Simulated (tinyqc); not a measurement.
Holstein polaron on two sites: one step, computed by the program tinyqc. Command: `OMP_NUM_THREADS=1 python tinyqc.py 3001772 3001773 out.jsonl holstein walk`. One thread of a shared host (Intel(R) Xeon(R) Processor @ 2.30GHz), about 0.01 s of CPU time with the checks.

One electron on sites 1 and 2: H = -t (c1+ c2 + c2+ c1) + hbar omega sum_i b_i+ b_i - g hbar omega sum_i n_i (b_i + b_i+). The symmetric phonon shifts the energy by -g^2 hbar omega/2 and drops out; with b = (b_1 - b_2)/sqrt(2) there remains H = -t sigma_x + hbar omega b+ b - (g hbar omega/sqrt(2)) sigma_z (b + b+). Parity splits it into blocks p = +1 and -1 over phonon numbers n. Zero-point energies are left out. Weights Z refer to mode b alone; the displaced symmetric mode multiplies the full zero-phonon weight by exp(-g^2/2).

Question. Levels in the small basis. Diagonalise H; the eigenvector has its largest component positive; Z is the weight of n = 0.

H, even block (meV), lower triangle (symmetric):
```
,1,2,3,4,5,6
1,-6.2562
2,-6.5407,40.9438
3,0.0000,-9.2500,67.7438
4,0.0000,0.0000,-11.3289,114.9437
5,0.0000,0.0000,0.0000,-13.0815,141.7438
6,0.0000,0.0000,0.0000,0.0000,-14.6255,188.9437
```

Give: levels; lowest eigenvector; Z in the small basis.

Answer.

levels (meV): [-7.2, 38.8, 68.1, 111.7, 143.4, 193.3]

lowest eigenvector: [0.9903, 0.1380, 0.0173, 0.0016, 0.0001, 0.0000]

Z in the small basis = 0.9807
